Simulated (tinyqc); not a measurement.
# Scale length and length offset from two DIBL values

Question. DIBL = exp(-Le/(2 l)) + 2 exp(-Le/l) with Le = L - dL. Find l, dL and the drawn length for a DIBL of 100 mV/V.

DIBL at drawn lengths 91 and 160 nm (mV/V): [153.36281, 22.889458]

Solution. With e = exp(-Le/(2 l)), 2 e^2 + e = DIBL gives e and so Le/l at each length; Le/l is a straight line in L with slope 1/l.

l = 20.0 nm
dL = 7.20 nm
length for 100 mV/V = 106 nm

tinyqc, about 0.01 s, one thread, Intel Xeon 2.30GHz (shared host): `OMP_NUM_THREADS=1 python tinyqc.py 2002051 2002052 out.jsonl`
